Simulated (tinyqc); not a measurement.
Hole mobility in a silicon inversion layer, empirical terms and Matthiessen rule: one step of the calculation.

Inversion layer of sheet density Ns on a uniformly doped body. The mobility terms are empirical power laws with prefactors chosen for the exercise; adding their inverses (Matthiessen) is itself an approximation.

Question. Inversion density for the measured current. I = (W/L) q Ns mu Vd. E = q (Ndep + eta Ns)/(eps0 eps_r) in MV/cm. With t = T/(300 K): muC = Ac (Ns/1e12 cm^-2) t/(Nb/1e17 cm^-3 + Nit/1e11 cm^-2), muP = Ap E^(-1/3) t^(-1.75), muS = As E^(-gs); 1/mu is the sum of the inverses. Ns(new) = I/((W/L) q mu Vd).

Values chosen for this exercise; material values close to those of silicon:
```
symbol   value        unit                                                meaning
T          350           K                                            temperature
eps_r     11.7                         relative permittivity of the semiconductor
Nb      1.4e18       cm^-3                                            body doping
eta     0.3333              weight of the inversion charge in the effective field
Ap         115  cm^2/(V s)           phonon-limited mobility at 1 MV/cm and 300 K
As         366  cm^2/(V s)                  roughness-limited mobility at 1 MV/cm
gs           1                                     exponent of the roughness term
Ac        2100  cm^2/(V s)                                      Coulomb prefactor
Nit     3.4e11       cm^-2                                charge at the interface
WL           1                                                          ratio W/L
Vd        0.02           V                                          drain voltage
I        0.395          uA                                measured linear current
```

Constants: q = 1.602176634e-19 C, eps0 = 8.8541878128e-14 F/cm where lengths are in cm. Results are converted to the units shown.

Ns at the start = 1e12 cm^-2
Ndep = 5.2916998e12 cm^-2

Wanted: E; mu; Ns after iteration 1.

Answer.

E = 0.8700 MV/cm
mu = 49.14 cm^2/(V s)
Ns after iteration 1 = 2.509e12 cm^-2

tinyqc, about 0.01 s, one thread, Intel Xeon 2.30GHz (shared host): `OMP_NUM_THREADS=1 python tinyqc.py 2510133 2510134 out.jsonl`
